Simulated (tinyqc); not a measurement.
## MESFET, gradual channel with velocity saturation: output curve

A uniformly doped n-type channel, depleted from the top by a Schottky gate; at channel potential V the depleted share of a is u = sqrt((Vbi - Vg + V)/Vp), s at the source. Electrons drift with v = mu E/(1 + mu E/vsat). Abrupt depletion edge, no series resistance, source at 0.

Vbi = phiB - Vt ln(Nc/Nd); Vp = q Nd a^2/(2 eps0 eps_r); G0 = q mu Nd a W/L; Z = mu Vp/(vsat L); s = sqrt((Vbi - Vg)/Vp). I = (G0 Vp/3) F/(1 + Z (u^2 - s^2)), F = 3 (u^2 - s^2) - 2 (u^3 - s^3), with u at V = Vd; Z = 0 gives constant mobility, for which u stops at 1. The current peaks at u = um, the root of (1 - u)(1 + Z (u^2 - s^2)) = Z F/3; beyond Vdsat = Vp (um^2 - s^2) it is held at that value.

Values chosen for this exercise; material values those of a made-up semiconductor:
- T = 293 K (temperature)
- eps_r = 11.7 (relative permittivity of the semiconductor)
- Nc = 3.75e17 cm^-3 (conduction-band density of states at T)
- Nd = 5.9e16 cm^-3 (donor density of the channel)
- a = 170 nm (channel thickness)
- mu = 4400 cm^2/(V s) (low-field mobility at this doping)
- vsat = 1e7 cm/s (saturation velocity)
- L = 0.3 um (gate length)
- W = 200 um (gate width)
- phiB = 0.75 V (Schottky barrier)
- Vg = 0 V (gate voltage)

Constants: q = 1.602176634e-19 C, kB = 1.380649e-23 J/K, Vt = kB T/q, eps0 = 8.8541878128e-14 F/cm where lengths are in cm. Results are converted to the units shown.

Output curve:

| Vd (V) | u (at most 1) | I for Z = 0 (mA) | I (mA) |
|---|---|---|---|
| 0.04 | 0.75082 | 4.8906 | 3.0823 |
| 0.12 | 0.79019 | 13.539 | 4.9053 |
| 0.21 | 0.83226 | 21.539 | 5.2793 |
| 0.29 | 0.86795 | 27.187 | 5.2808 |
| 0.37 | 0.90222 | 31.517 | 5.2808 |
| 0.46 | 0.93929 | 34.873 | 5.2808 |
| 0.54 | 0.97105 | 36.561 | 5.2808 |
| 0.63 | 1.0000 | 37.072 | 5.2808 |
| 0.71 | 1.0000 | 37.072 | 5.2808 |

With constant mobility the current rises from 4.89 to 37.1 mA and saturates at pinch-off, Vd = 0.615 V; with Z = 19.3 it saturates at 0.218 V and 5.28 mA. The two differ by 37 % in the first row and 86 % in the last. In every row the gate is shorter than 2 a, outside the gradual-channel approximation.

Numbers from tinyqc (`OMP_NUM_THREADS=1 python tinyqc.py 2500018 2500019 out.jsonl`; about 0.04 s on one thread of a shared Intel Xeon 2.30GHz).
